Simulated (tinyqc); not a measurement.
Hall effect and magnetoresistance of several carrier groups with constant relaxation times: one step, computed by the program tinyqc. Command: `OMP_NUM_THREADS=1 python tinyqc.py 3018752 3018753 out.jsonl hall2 walk`. One thread of a shared host (Intel(R) Xeon(R) Processor @ 2.30GHz), about 0.01 s of CPU time with the checks.

Group 1 has charge -e and group 2 charge -e; s_i is that sign. B lies along z; mu B is formed with mu in m^2/(V s).

Problem. Resistivity, Hall coefficient and magnetoresistance. rho_xx = sigma_xx/(sigma_xx^2 + sigma_xy^2); Hall coefficient R_H = sigma_xy/(B (sigma_xx^2 + sigma_xy^2)), with B in V s/cm^2 (1 T = 1e-4 V s/cm^2); magnetoresistance MR = rho_xx(B)/rho_xx(0) - 1. Apparent density 1/(e |R_H|); Hall mobility |R_H|/rho_xx.

Inputs (values chosen for the exercise, for a model conductor): magnetic field B = 9.3 T.

Carriers: two electron groups. Densities: per area (a thin layer).

sigma_xx = 3.587435e-06 S

sigma_xy = -1.366433e-04 S

sigma at B = 0 = 0.006141784 S

Constants: e = 1.602176634e-19 C.

Give: rho_xx; Hall coefficient R_H; magnetoresistance MR; apparent density; Hall mobility.

Solution.

rho_xx = 192.0 ohm

Hall coefficient R_H = -7.864e+06 cm^2/C

magnetoresistance MR = 17.92 %

apparent density = 7.937e+11 1/cm^2

Hall mobility = 40956 cm^2/(V s)
